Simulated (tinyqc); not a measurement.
Thin-film transistor with exponential tail and deep states, accumulation layer: effect of the characteristic temperature of the tail.

An undoped film in accumulation, thicker than the space-charge layer. With band bending psi the Fermi level lies E0 - psi below the band edge. Free electrons n = n0 exp(psi/Vt) carry the current; electrons in two exponential distributions of traps, a = a0 exp(psi/Va) and d = d0 exp(psi/Vp), do not. Linear regime, ohmic contacts, traps in equilibrium.

Va = kB Tt/q, Vp = kB Td/q; n0 = Nc exp(-E0/Vt), a0 = Nt th(T/Tt) exp(-E0/Va), d0 = Nd th(T/Td) exp(-E0/Vp), th(x) = pi x/sin(pi x). G(psi) = sum over the three kinds of c0 [V (exp(psi/V) - 1) - psi], field F = sqrt(2 q G/(eps0 eps_r)); Vg = psi + eps0 eps_r F/Ci at the surface. Total charge Q = Ci (Vg - psi_s); free charge Qf = q times the integral of n0 (exp(psi/Vt) - 1)/F over psi from 0 to psi_s; I = (W/L) mb Qf Vd; effective mobility mb Qf/Q.

Values chosen for this exercise; values close to those of an organic semiconductor:
- T = 300 K (temperature)
- eps_r = 3.2 (relative permittivity of the semiconductor)
- Nc = 7.7e19 cm^-3 (density of extended states)
- mb = 2.9 cm^2/(V s) (band mobility)
- Nt = 7.4e19 cm^-3 (total density of tail states)
- Nd = 3.7e17 cm^-3 (total density of deep states)
- Td = 930 K (characteristic temperature of the deep states)
- E0 = 0.57 eV (bulk Fermi level below the band edge)
- Ci = 17 nF/cm^2 (gate capacitance)
- WL = 20 (ratio W/L)
- Vd = 0.05 V (drain voltage)
- Vg = 20 V (gate voltage above flat band)

Constants: q = 1.602176634e-19 C, kB = 1.380649e-23 J/K, Vt = kB T/q, eps0 = 8.8541878128e-14 F/cm where lengths are in cm. Results are converted to the units shown.

Result of one run:
```
Tt (K),E0 - psi_s (eV),Q (nC/cm^2),free share (%),effective mobility (cm^2/(V s)),I (nA)
420,0.07136,331.5,8.160,0.2366,78.45
```

What becomes of these results when the characteristic temperature of the tail Tt is changed from 420 to 540 K, all else the same?

Result of the changed run:
```
Tt (K),E0 - psi_s (eV),Q (nC/cm^2),free share (%),effective mobility (cm^2/(V s)),I (nA)
540,0.07944,331.7,5.331,0.1546,51.28
```

The whole series:
```
Tt (K),E0 - psi_s (eV),Q (nC/cm^2),free share (%),effective mobility (cm^2/(V s)),I (nA)
380,0.07232,331.5,8.283,0.2402,79.64
420,0.07136,331.5,8.160,0.2366,78.45
460,0.07284,331.5,7.377,0.2139,70.93
500,0.07568,331.6,6.368,0.1847,61.23
540,0.07944,331.7,5.331,0.1546,51.28
580,0.08391,331.7,4.363,0.1265,41.98
620,0.08894,331.8,3.506,0.1017,33.74
660,0.09445,331.9,2.775,0.08047,26.71
```

As Tt goes from 380 to 660 K, the free share falls from 8.28 to 2.77 %, the distance of the Fermi level from the edge goes from 0.0723 through a minimum of 0.0714 (at Tt = 420 K among the rows listed) to 0.0945 eV and the current falls from 79.6 to 26.7 nA. Q varies by only 0.12 %: the gate sets the charge, the traps decide how much of it moves. For Tt = 380 to 580 K the th form, which assumes a Fermi level far below the edge, overcounts the filled tail at the surface by more than 15 %.

Numbers from tinyqc (`OMP_NUM_THREADS=1 python tinyqc.py 2610071 2610072 out.jsonl`; about 0.01 s on one thread of a shared Intel Xeon 2.30GHz).
